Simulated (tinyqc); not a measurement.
Hot electrons in a saturated n-channel MOSFET, lucky-electron model: two steps of the calculation.

Beyond pinch-off the lateral field grows as Esat cosh(y/l) over the velocity-saturated region (pseudo-two-dimensional model). Impact ionisation in this region gives the substrate current, which biases the body forward through Rsub. Currents are per width. Local-field laws: they overstate ionisation when the field peak is narrower than an energy relaxation length.

Inputs (values chosen for the exercise); values close to those of silicon n-channel devices:
```
symbol   value     unit                                   meaning
L          0.8       um                            channel length
tox         20       nm                           oxide thickness
VT         0.5        V                                 threshold
vs       8.4e6     cm/s                       saturation velocity
Ai         2e6     1/cm                      ionisation prefactor
Bi        1.78    MV/cm                          ionisation field
Rd           0   ohm um     resistance of the lightly doped drain
Rsub     23000   ohm um                      substrate resistance
kb        0.24           fall of VT per volt of forward body bias
lm         9.3       nm               hot-electron mean free path
pb         3.2        V                             oxide barrier
Cg      0.0037                      prefactor of the gate current
m            3                                  lifetime exponent
Hl       38000  s uA/um                         lifetime constant
Vd         4.2        V                             drain voltage
Vg         1.7        V                              gate voltage
```

Constants: eps0 = 8.8541878128e-14 F/cm where lengths are in cm. Results are converted to the units shown.

Problem 1. Body bias from the substrate current. Cox = 3.9 eps0/tox. Overdrive g = Vg - VT + kb Vb; Vdsat = g Esat L/(g + Esat L); Id = Cox vs (g - Vdsat); dV = Vd - Id Rd - Vdsat; Em = sqrt((dV/l)^2 + Esat^2); Isub = Id (Ai/Bi) l Em exp(-Bi/Em). Vb(new) = Rsub Isub.

Vb at the start = 0 V
l = 136.38182 nm
Esat = 0.0525 MV/cm

Wanted: Vdsat; Id; dV; Em; Isub; Vb after iteration 1.

Solution 1.

Vdsat = 0.9333 V
Id = 38.68 uA/um
dV = 3.267 V
Em = 0.2452 MV/cm
Isub = 0.1023 uA/um
Vb after iteration 1 = 0.002352 V

Problem 2. Gate current, lifetime and channel shortening. Ig = Cg Id exp(-pb/(lm Em)); lifetime tau = (Hl/Id)(Isub/Id)^(-m); length of the saturated region dL = l ln[(dV/l + Em)/Esat]. 1 year = 3.15576e7 s.

Id = 38.707444 uA/um
dV = 3.2663252 V
Em = 0.24518528 MV/cm
Isub = 0.10227214 uA/um
l = 136.38182 nm
Esat = 0.0525 MV/cm

Find: Isub/Id; Ig; tau; dL.

Solution 2.

Isub/Id = 0.002642
Ig = 0.1151 pA/um
tau = 1687 years
dL = 303.1 nm

The lifetime exceeds ten years.

Computed by the program tinyqc: `OMP_NUM_THREADS=1 python tinyqc.py 2550014 2550015 out.jsonl`, one thread of a shared Intel Xeon 2.30GHz, about 0.01 s for the whole run.
